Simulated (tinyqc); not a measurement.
What the corrections do to the levels: formation energy of a charged point defect from supercell energies. Computed by tinyqc, a small Python program. Command: `OMP_NUM_THREADS=1 python tinyqc.py 3015832 3015833 out.jsonl formation walk`. One thread of a shared host (Intel(R) Xeon(R) Processor @ 2.30GHz), about 0.01 s of CPU time with the checks.

The host is a compound AB. Making the defect adds n_A = 1, n_B = -1 atoms to the cell. All total energies are inputs. E_F is counted from the valence-band maximum (VBM); x = 0 is A-rich and x = 1 B-rich growth.

Inputs (values chosen for the exercise, for a model compound AB): E_VBM of the host cell = 6.28 eV; potential alignment dV = 0.051 eV; dielectric constant eps = 10.7; cell length L = 10.7 angstrom; mu_A of the pure element = -4.589 eV; mu_B of the pure element = -4.324 eV; formation enthalpy dH of AB = -4.39 eV; growth condition x = 0.8.

Defect: A on a B site. Supercell lattice: bcc.

charge states q: [2, 1, 0, -1, -2]

E(defect, q) - E(host), in the order of q (eV): [-11.192, -3.881, 3.307, 12.074, 21.204]

Constants: e^2/(4 pi eps_0) = 14.39964548 eV angstrom.

Method:
- dmu_A = x dH and dmu_B = (1 - x) dH, so that dmu_A + dmu_B = dH; mu = mu(element) + dmu.
- The reservoir term is sum n_i mu_i.
- Image-charge correction of a point charge in a neutralising background: E_corr = q^2 alpha e^2/(4 pi eps_0) / (2 eps L), alpha = 2.888462 for a bcc array with L the cube root of the volume.
- E_f(q, E_F) = [E(defect, q) - E(host)] - sum n_i mu_i + q (E_VBM + dV + E_F) + E_corr(q).
- Levels eps(q/q-1) with the terms q dV and E_corr left out or kept.

E_f(q, 0) (eV): (q=+2) 5.0956, (q=+1) 5.5306, (q=0) 6.2060, (q=-1) 8.8236, (q=-2) 12.1676

E_corr (eV): (q=+2) 0.726576, (q=+1) 0.181644, (q=0) 0.000000, (q=-1) 0.181644, (q=-2) 0.726576

Levels above the VBM (eV):
```
level       raw  with alignment  with image charge  with both
(+2/+1)  1.0310          0.9800             0.4861     0.4351
(+1/0)   0.9080          0.8570             0.7264     0.6754
(0/-1)   2.4870          2.4360             2.6686     2.6176
(-1/-2)  2.8500          2.7990             3.3949     3.3439
```

What does the comparison show, and why?

Alignment moves every level by -dV = -0.051 eV. The image term moves eps(q/q-1) by (1 - 2q) E_corr(1): (+2/+1) by -0.545, (+1/0) by -0.182, (0/-1) by +0.182, (-1/-2) by +0.545 eV, donor levels down and acceptor levels up. It adds 2 E_corr(1) = 0.363 eV to every U, which turns an apparent negative U of the raw energies into a positive one.
